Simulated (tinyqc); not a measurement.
Worked calculation: effective-mass impurity with a central-cell term, in a basis of Slater functions. Computed by tinyqc, a small Python program that keeps every step. Command: `OMP_NUM_THREADS=1 python tinyqc.py 3025778 3025779 out.jsonl centralcell walk`. One thread of a shared host (Intel(R) Xeon(R) Processor @ 2.30GHz), about 0.01 s of CPU time with the checks. Intermediate numbers are printed to about 7 digits and carried at full precision; extremes and crossings named in words are read from the listed rows.

The envelope obeys H = -nabla^2 - (2/r) [Z + A exp(-kappa r)] in effective units, with kappa = a*/lambda; positive A deepens the well near the core.

Inputs (values chosen for the exercise, for a model semiconductor):

| quantity | value | unit |
|---|---|---|
| effective mass m | 0.0595 | m_0 |
| dielectric constant eps | 11.8 | - |
| charge Z of the core | 1 | - |
| central-cell strength A | 15 | - |
| central-cell range lambda | 1.2 | angstrom |
| basis size n | 5 | - |
| smallest exponent zeta_1 | 0.5 | 1/a* |
| ratio beta of exponents | 3.1 | - |

Impurity: donor, one isotropic band.

Constants: Ry = 13.605693123 eV; a_0 = 0.529177210903 angstrom.

## Effective units

Units: Ry* = Ry m/eps^2 and a* = a_0 eps/m, with m in m_0. kappa = a*/lambda; the hydrogenic ground state is bound by Z^2 Ry*.

Ry* = 5.813981 meV

a* = 104.9461 angstrom

kappa = 87.45506 1/a*

hydrogenic binding energy = 5.813981 meV

## Matrices over the s basis

zeta_i = zeta_1 beta^(i-1), i = 1..n. For s functions exp(-zeta r), with s = zeta_i + zeta_j: S = 2/s^3, T = zeta_i zeta_j S, V = -2 Z/s^2, W = -2 A/(s + kappa)^2; each function is normalised by dividing by sqrt(S_ii S_jj).

exponents (1/a*): 0.5  1.55  4.805  14.8955  46.17605

overlap S, lower triangle (symmetric):
```
          1         2         3         4         5
1  1.000000
2  0.633550  1.000000
3  0.199540  0.633550  1.000000
4  0.044560  0.199540  0.633550  1.000000
5  0.008727  0.044560  0.199540  0.633550  1.000000
```

kinetic T (Ry*), lower triangle (symmetric):
```
           1         2         3         4         5
1       0.25
2  0.4910013    2.4025
3  0.4793937  4.718523  23.08802
4  0.3318725  4.606973  45.34500  221.8759
5  0.2014998  3.189295  44.27301  435.7655  2132.228
```

Coulomb V (Ry*), lower triangle (symmetric):
```
            1          2          3          4         5
1          -1
2   -1.298778       -3.1
3   -1.058557  -4.026211      -9.61
4  -0.6860251  -3.281527  -12.48125    -29.791
5  -0.4073634  -2.126678  -10.17273  -38.69189  -92.3521
```

central cell W (Ry*), lower triangle (symmetric):
```
              1            2          3          4          5
1  -0.001917105
2   -0.01021971  -0.05449428
3   -0.05193431   -0.2771533  -1.412979
4    -0.2305715    -1.233178  -6.328118  -28.85028
5    -0.7399500    -3.976234  -20.69416  -98.12519  -365.4413
```

## Generalised eigenproblem

(T + V + W) c = E S c with c^T S c = 1 and the largest component positive.

two lowest levels (Ry*): -0.9807172  0.0237312

coefficients of the lowest state: 0.4784679  0.6529092  -0.0553682  0.0092597  0.0001799

<T> = 1.124993 Ry*

<W> = -0.02552304 Ry*

## Converged levels

Large basis: zeta_i = 0.06 x 1.6^(i-1), i = 1..22, same formulas; for p functions r exp(-zeta r): S = 24/s^5, T = zeta_i zeta_j S (centrifugal term included), V = -12 Z/s^4, W = -12 A/(s + kappa)^4; overlap eigenvalues below 1e-11 are dropped. Binding energies are -E Ry*; the effective quantum number is nu = Z/sqrt(-E); |psi(0)|^2 is given relative to the hydrogenic Z^3/(pi a*^3).

1s binding energy = 5.924139 meV

2s binding energy = 1.467155 meV

2p binding energy = 1.453470 meV

effective quantum number of 1s = 0.9906590

relative |psi(0)|^2 = 2.263843

The central cell moves 1s by +0.110 meV, 2s by +0.014 meV and 2p by a negligible amount: p states vanish at the core, so the 2p level gives the hydrogenic scale and 1s the chemical shift. The small basis lies 0.22 meV above the converged 1s level.

## Chemical shift by three methods

First order: shift = 8 A Z^3/(2 Z + kappa)^2 Ry*. One exponent: minimise zeta^2 - 2 Z zeta - 8 A zeta^3/(2 zeta + kappa)^2 by golden section on 0.2 to 6 Z. All shifts are the binding beyond Z^2 Ry*.

Shift of the 1s binding energy (meV):

| A | first order | one exponent | large basis |
|---|---|---|---|
| -15.00 | -0.0871857 | -0.0844480 | -0.0726710 |
| -7.50 | -0.0435928 | -0.0428941 | -0.0395985 |
| 1.50 | 0.0087186 | 0.0087472 | 0.0089004 |
| 3.75 | 0.0217964 | 0.0219768 | 0.0229737 |
| 7.50 | 0.0435928 | 0.0443222 | 0.0486021 |
| 15.00 | 0.0871857 | 0.0901695 | 0.1101577 |
| 18.80 | 0.1092727 | 0.1140148 | 0.1482597 |

The three columns are ordered, first order <= one exponent <= large basis, since each is a variational bound with more freedom. At the largest attractive A first order gives 74 % and one exponent 77 % of the shift; at the most repulsive A the true shift is -0.073 meV against -0.087. Attraction pulls the envelope in and feeds itself, repulsion pushes it out and saturates.

## Convergence with the basis

The error is the lowest level above the large-basis value.

Error of the 1s level:

| n | error (meV) | largest exponent (1/a*) |
|---|---|---|
| 1 | 1.552507 | 5.000000e-01 |
| 2 | 0.336511 | 1.550000e+00 |
| 3 | 0.276736 | 4.805000e+00 |
| 4 | 0.222450 | 1.489550e+01 |
| 5 | 0.222267 | 4.617605e+01 |
| 6 | 0.220312 | 1.431458e+02 |
| 7 | 0.220004 | 4.437518e+02 |
| 8 | 0.219935 | 1.375631e+03 |

The error falls from 1.55 to 0.220 meV. The last function changes it by less than 5 %: it has levelled off, and what remains is set by beta and zeta_1, not by the range of exponents.

Checks made by the program: the large basis at A = 0 against Z^2, Z^2/4 and Z^2/4 (relative difference 5e-06).
